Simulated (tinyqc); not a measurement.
# Charge stability of a double quantum dot, constant-interaction model with a charge sensor: across the interdot transition

Capacitance matrix C = [[C1, -Cm], [-Cm, C2]], C1 = G1 + X1 + Cm + L1, C2 = G2 + X2 + Cm + L2. Gate charges n1 = (G1 V1 + X1 V2)/q, n2 = (X2 V1 + G2 V2)/q. The state (N1, N2) has U = (1/2) d^T E d with d = (N1 - n1, N2 - n2) and E = q^2 C^(-1). Leads at 0 V; no tunnel coupling, spin or level spacing. The sensor reads s1 <N1> + s2 <N2>.

The gate charges are n1 = 0.5000 + x, n2 = 0.5000 - x, a line through the middle of the (1,0)-(0,1) boundary. The detuning is U(0,1) - U(1,0); thermal means over all states within two electrons.

Parameters, values chosen for the exercise:
```
symbol,value,unit,meaning
G1,8.9,aF,gate 1 to dot 1
G2,10,aF,gate 2 to dot 2
X1,1.7,aF,gate 2 to dot 1
X2,2,aF,gate 1 to dot 2
Cm,19,aF,between the dots
L1,32,aF,dot 1 to leads and ground
L2,38,aF,dot 2 to leads and ground
s1,0.66,,sensor weight of dot 1
s2,0.29,,sensor weight of dot 2
T,1.1,K,temperature
```

Constants: q = 1.602176634e-19 C, kB = 1.380649e-23 J/K, Vt = kB T/q. Results are converted to the units shown.

Across the interdot transition:

| x | detuning (meV) | <N1> | <N2> | sensor |
|---|---|---|---|---|
| -0.15 | -0.57218 | 0.0029974 | 0.99662 | 0.29100 |
| -0.11 | -0.41960 | 0.013226 | 0.98616 | 0.29471 |
| -0.075 | -0.28609 | 0.049287 | 0.94990 | 0.30800 |
| -0.037 | -0.14114 | 0.18762 | 0.81165 | 0.35921 |
| 0 | 0.00000 | 0.50000 | 0.50000 | 0.47500 |
| 0.037 | 0.14114 | 0.81238 | 0.18835 | 0.59079 |
| 0.075 | 0.28609 | 0.95071 | 0.050103 | 0.64200 |
| 0.11 | 0.41960 | 0.98677 | 0.013843 | 0.65529 |
| 0.15 | 0.57218 | 0.99700 | 0.0033794 | 0.65900 |

What does the table show?

<N1> rises from 0.00300 to 0.997 while <N2> falls from 0.997 to 0.00338; their sum stays within 8.2e-4 of 1. The detuning moves by EC1 + EC2 - 2 ECm = 3.81 meV for each unit of x, and the step is a Fermi function of width kB T = 0.0948 meV, which makes it a thermometer once the lever arms are known.

Numbers from tinyqc (`OMP_NUM_THREADS=1 python tinyqc.py 2470109 2470110 out.jsonl`; about 0.01 s on one thread of a shared Intel Xeon 2.30GHz).
